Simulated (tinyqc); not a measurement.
Worked calculation: two-valley model of the transferred-electron effect. Computed by tinyqc, a small Python program that keeps every step. Command: `OMP_NUM_THREADS=1 python tinyqc.py 3013226 3013227 out.jsonl gunn walk`. One thread of a shared host (Intel(R) Xeon(R) Processor @ 2.30GHz), about 0.01 s of CPU time with the checks. Intermediate numbers are printed to about 6 digits and carried at full precision; extremes and crossings named in words are read from the listed rows.

Both kinds of valley share one electron temperature T_e, and each has a constant mobility.

Inputs (values chosen for the exercise, modelled on CdTe):
```
quantity                         value        unit
central-valley mass m1           0.092         m_0
satellite-valley mass m2           0.3         m_0
satellite valleys Z                  4           -
valley separation dE              0.47          eV
central-valley mobility mu1       1200  cm^2/(V s)
satellite-valley mobility mu2       70  cm^2/(V s)
energy relaxation time tau_E      0.67          ps
lattice temperature T              300           K
electric field F                    10       kV/cm
iteration cap                      600           -
doping n                       2.2e+16      1/cm^3
device length L                    2.6  micrometre
permittivity eps                  10.2           -
```

Solver: bisection.

Constants: k_B = 8.617333262e-05 eV/K; eps_0 = 8.8541878128e-12 F/m; e = 1.602176634e-19 C.

## Equilibrium

Density-of-states ratio R = Z (m2/m1)^(3/2); n2/n1 = R exp(-dE/(k_B T_e)); mean mobility mu = (mu1 + mu2 n2/n1)/(1 + n2/n1); energy balance e mu F^2 = (3/2) k_B (T_e - T)/tau_E; v = mu F.

R = 23.5538

n2/n1 without field = 2.99507e-07

low-field mobility = 1200.00 cm^2/(V s)

dE is 18.2 k_B T, so the satellites are empty without field.

## Electron temperature

Bisection on h(T_e) = T_out(T_e) - T_e between T and T_out(T), with T_out = T + (2/3) e mu(T_e) F^2 tau_E/k_B; stop when the bracket is below 1e-6 K.

Course of the iteration:
```
iteration  T_e (K)  mu (cm^2/(V s))  bracket (K)
1          611.001          1196.48  3.11001e+02
2          766.501          1178.79  1.55500e+02
3          844.252          1159.84  7.77502e+01
4          883.127          1147.25  3.88751e+01
5          902.564          1140.15  1.94376e+01
6          892.846          1143.77  9.71878e+00
7          897.705          1141.97  4.85939e+00
...            ...              ...          ...
24         892.853          1143.76  3.70742e-05
25         892.853          1143.76  1.85371e-05
26         892.853          1143.76  9.26855e-06
27         892.853          1143.76  4.63428e-06
28         892.853          1143.76  2.31714e-06
29         892.853          1143.76  1.15857e-06
30         892.853          1143.76  5.79284e-07
```

electron temperature T_e = 892.853 K

Converged in 30 iterations.

## Velocity

The formulas are those given above.

share in the satellites = 4.97667 %

mean mobility = 1143.76 cm^2/(V s)

drift velocity = 1.14376 1e7 cm/s

## Peak, valley and negative differential mobility

Using T_e as the parameter, F(T_e) = sqrt(3 k_B (T_e - T)/(2 e mu tau_E)) and v = mu F; find the first maximum and the next minimum of v, and the most negative dv/dF between them.

threshold field = 17.1784 kV/cm

peak velocity = 1.33277 1e7 cm/s

T_e at the threshold = 1486.72 K

field of the velocity minimum = 41.3020 kV/cm

valley velocity = 1.25891 1e7 cm/s

peak-to-valley ratio = 1.05867

most negative differential mobility = -52.1621 cm^2/(V s)

At the threshold k_B T_e is dE/3.7. The field of this run lies below the threshold.

## Does a domain form?

Space charge grows at the rate n e |mu_d|/(eps eps_0) during the transit time L/v, with v the valley velocity; Kroemer's criterion asks n L > eps eps_0 v/(e |mu_d|). Transit frequency v/L.

critical n L = 1.36044e+12 1/cm^2

n L of the device = 5.72e+12 1/cm^2

transit frequency = 48.4197 GHz

n L is 4.20 times the critical product: a domain can mature if the bias field lies in the region of negative slope.

## Velocity against field

The formulas are those given above.

The curve:
```
F (kV/cm)  T_e (K)  share in the satellites (%)  v (1e7 cm/s)  low-field line (1e7 cm/s)
1.0         306.22                  4.33297e-05       0.12000                     0.1200
2.5         338.88                  2.41090e-04       0.30000                     0.3000
5.0         455.48                  1.48437e-02       0.59992                     0.6000
7.0         603.97                  2.81182e-01       0.83778                     0.8400
10.0        892.85                  4.97667e+00       1.14376                     1.2000
14.0       1252.46                  2.32286e+01       1.31252                     1.6800
20.0       1674.20                  4.75403e+01       1.32559                     2.4000
30.0       2288.28                  6.84770e+01       1.27863                     3.6000
50.0       3587.83                  8.37414e+01       1.26861                     6.0000
100.0      8347.37                  9.24554e+01       1.55254                    12.0000
```

v falls between 20 and 50 kV/cm, while the share in the slow valleys goes from 48 to 84 %: transfer outruns the rise of the field. With constant mobilities n2/n1 tends to R and v ends on the line (mu1 + R mu2) F/(1 + R), a mobility of 116; real satellites saturate instead. Rows with T_e above 3000 K lie outside the range of a Maxwellian in parabolic valleys.

Checks made by the program: field recovered from T_e by the energy balance (relative difference 2e-10).
